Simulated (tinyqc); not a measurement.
Scattering rates of a carrier in a spherical band by Fermi's golden rule: one step, computed by the program tinyqc.

All processes here are isotropic or elastic, and the rate listed is the momentum relaxation rate.

Problem. Phonon occupation and screening length. Phonon occupation N_q = 1/(exp(hbar w/(k_B T)) - 1). Debye screening by free carriers of density N_I: L_s = sqrt(eps_s eps_0 k_B T/(e^2 N_I)).

Inputs (values chosen for the exercise, modelled on holes in silicon):
```
quantity                        value    unit
static permittivity eps_s        11.7       -
phonon energy hbar w               62     meV
ionised impurity density N_I  1.5e+16  1/cm^3
temperature T                      77       K
```

Crystal: non-polar. Band: parabolic. Impurity formula: Brooks-Herring. Further scattering: none.

Constants: k_B = 8.617333262e-05 eV/K; eps_0 = 8.8541878128e-12 F/m; k_B = 1.380649e-23 J/K; e = 1.602176634e-19 C.

Give: N_q; screening length L_s.

Solution.

N_q = 8.751e-05

screening length L_s = 16.91 nm

Above the threshold emission is favoured over absorption by (N_q + 1)/N_q = exp(hbar w/k_B T) = 11400, apart from the density of final states.
